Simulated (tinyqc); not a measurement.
Thickness from the transmission.

Problem. A dielectric of barrier phi1 and mass m1 carries the voltage V, so U = phi1 - V x/t1. At E = 0 the WKB exponent is S = (4 t1/(3 V)) sqrt(m1/C) [phi1^1.5 - max(phi1 - V, 0)^1.5], C = hbar^2/(2 m0), and T = exp(-S). Find S, t1 and the field.

Inputs (values chosen for the exercise):
- phi1 = 3.15 eV (barrier of layer 1 above the emitter Fermi level at zero bias)
- m1 = 0.52 m0 (tunnelling mass of layer 1)
- V = 4.4 V (voltage across the dielectric)

Constants: q = 1.602176634e-19 C, hbar = 1.054571817e-34 J s, m0 = 9.1093837015e-31 kg, hbar^2/(2 m0) = 0.0380998212 eV nm^2. Results are converted to the units shown.

T at E = 0 = 1.6390519e-10

Solution. At fixed V the exponent is proportional to t1.

S = 22.5
t1 = 3.60 nm
field = 12.2 MV/cm

Program tinyqc, `OMP_NUM_THREADS=1 python tinyqc.py 2540141 2540142 out.jsonl`; Intel Xeon 2.30GHz, shared host, one thread, about 0.03 s.
